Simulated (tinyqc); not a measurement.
From results back to parameters: Koster-Slater impurity in an sp3s* host.

Problem. In the Koster-Slater model a defect shifts the s level of its site by Vs and the p levels by Vp; an A1 level solves 1/Vs = G_s(E) and a T2 level 1/Vp = G_p(E), E from the top of the valence band. A defect has an A1 level at E = 0.5811 eV, one of the energies of the table, and a T2 level at 0.5811 eV.

G(E) of the host (1/eV):
```
E (eV)         G_s         G_p
0.0000  -0.0711972   0.1007122
0.1453  -0.0838392   0.0623569
0.2905  -0.0982882   0.0352757
0.4358  -0.1152365   0.0111780
0.5811  -0.1357414  -0.0125786
0.7264  -0.1615890  -0.0380543
0.8716  -0.1962382  -0.0681583
1.0169  -0.2482899  -0.1095898
1.1622  -0.3718109  -0.2069962
```

Find: Vs, Vp.

Solution. Read G_s and G_p at the two energies and invert them. Vs is attractive and pulls its level down from the conduction bands. Vp is attractive and pulls its level down from the conduction bands.

Vs, Vp (eV): -7.4  -79.5

Program tinyqc; command `OMP_NUM_THREADS=1 python tinyqc.py 1480466 1480467 out.jsonl`; about 0.2 s on one thread of a shared Intel(R) Xeon(R) Processor @ 2.30GHz.
